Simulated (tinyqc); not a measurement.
Fermi-level pinning at a metal contact (Cowley-Sze model): barrier against work function.

Interface states of density Ds lie behind a thin layer of thickness dl. Neglecting the depletion charge, the barrier for electrons is phi = S (pM - chi) + (1 - S) E0 with S = 1/(1 + q Ds dl/(eps0 ei)); the barrier for holes is Eg - phi.

phi is listed beside the Schottky-Mott value pM - chi.

Values chosen for this exercise; material values close to those of silicon:

| symbol | value | unit | meaning |
|---|---|---|---|
| Eg | 1.13 | eV | band gap |
| chi | 4.04 | eV | electron affinity |
| Ds | 6.9e12 | cm^-2 eV^-1 | density of interface states |
| E0 | 0.92 | eV | depth of their neutrality level below the conduction edge |
| dl | 0.4 | nm | thickness of the interface layer |
| ei | 2.7 |  | its relative permittivity |

Constants: q = 1.602176634e-19 C, eps0 = 8.8541878128e-14 F/cm where lengths are in cm. Results are converted to the units shown.

Results:

| pM (eV) | pM - chi (eV) | phi (eV) |
|---|---|---|
| 3.4 | -0.6400 | -0.3965 |
| 3.7 | -0.3400 | -0.1433 |
| 4 | -0.04000 | 0.1099 |
| 4.3 | 0.2600 | 0.3630 |
| 4.6 | 0.5600 | 0.6162 |
| 5.2 | 1.160 | 1.123 |
| 5.5 | 1.460 | 1.376 |
| 5.8 | 1.760 | 1.629 |

Estimate the missing row, pM = 4.9 eV.

Computed row:

| pM (eV) | pM - chi (eV) | phi (eV) |
|---|---|---|
| 4.9 | 0.8600 | 0.8694 |

With this row back in the table: phi rises with slope S = 0.844, by 2.03 eV over 2.40 eV of work function, and equals the Schottky-Mott value at pM = chi + E0 = 4.96 eV. For pM = 3.4, 3.7, 5.5, 5.8 phi lies outside the gap, where band states take over and the formula no longer holds.

Numbers from tinyqc (`OMP_NUM_THREADS=1 python tinyqc.py 2430138 2430139 out.jsonl`; about 0.01 s on one thread of a shared Intel Xeon 2.30GHz).
